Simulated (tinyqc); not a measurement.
Binary melting diagram from solution models of liquid and solid: one step, computed by the program tinyqc.

x is the fraction of B. In a phase with interaction L: mu_A = G_A + R T ln(1 - x) + L x^2, mu_B = G_B + R T ln x + L (1 - x)^2. Melting: G(liquid) - G(solid) = H (1 - T/T_m) for each pure component.

Problem. Eutectic point by bisection. Liquid against pure solid A: T = (H_A + L_L x^2)/(H_A/T_A - R ln(1 - x)); against pure solid B: T = (H_B + L_L (1 - x)^2)/(H_B/T_B - R ln x). Halve the interval 0.001 to 0.999 for the crossing, 44 times.

Inputs (values chosen for the exercise, for a model alloy):
```
quantity,value,unit
melting point T_A,900,K
melting point T_B,600,K
heat of melting H_A,9.9,kJ/mol
heat of melting H_B,8.8,kJ/mol
liquid interaction L_L,-17,kJ/mol
```

Diagram: eutectic with pure solids.

Constants: R = 8.314462618 J/(mol K).

Give: Bisection, first 12 steps; eutectic composition x_E; eutectic temperature T_E.

Solution.

Bisection, first 12 steps:
```
step,x,branch A (K),branch B (K)
1,0.5000,337.0,222.7
2,0.7495,15.6,453.2
3,0.6248,170.5,344.8
4,0.5624,253.1,285.0
5,0.5312,295.0,254.1
6,0.5468,274.0,269.6
7,0.5546,263.6,277.3
8,0.5507,268.8,273.5
9,0.5487,271.4,271.6
10,0.5478,272.7,270.6
11,0.5482,272.1,271.1
12,0.5485,271.7,271.3
```

eutectic composition x_E = 0.5487

eutectic temperature T_E = 271.5 K

T_E lies 328 K below the lower melting point, and x_E lies on the side of B, the lower-melting component.
